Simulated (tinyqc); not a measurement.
Coherent transport through a tight-binding region between two chains, step by step. One step of it, computed by the program tinyqc.

Question. Transmission at E = -0.24 eV. Surface Green function g = (E - i sqrt(4 t^2 - E^2)) / (2 t^2); self-energy tc^2 g on each contact site; G = (E - H - Sigma)^(-1); Gamma = -2 Im Sigma; T = Gamma_L Gamma_R |G_LR|^2; local density of states -Im G_ii / pi.

H of the central region (eV), lower triangle:
```
,1,2,3
1,0.000000
2,-1.810000,0.000000
3,0.000000,-1.810000,0.000000
```

Leads: semi-infinite chains with site energy 0:
```
parameter,value
lead hopping t (eV),2.380000
coupling to the left lead (eV),1.160000
coupling to the right lead (eV),0.610000
left contact site,1
right contact site,3
```

E = -0.240000 eV

Give: g; G; local density of states; transmission.

Answer.

g = -0.0212-0.4196i 1/eV

G (1/eV), lower triangle:
```
,1,2,3
1,-0.6139-1.0002i
2,0.1687+0.0746i,0.0430-0.0439i
3,0.6363+1.0101i,0.3895-0.0805i,-0.5846-1.0207i
```

local density of states (1/eV): 0.3184  0.0140  0.3249

transmission = 0.5026
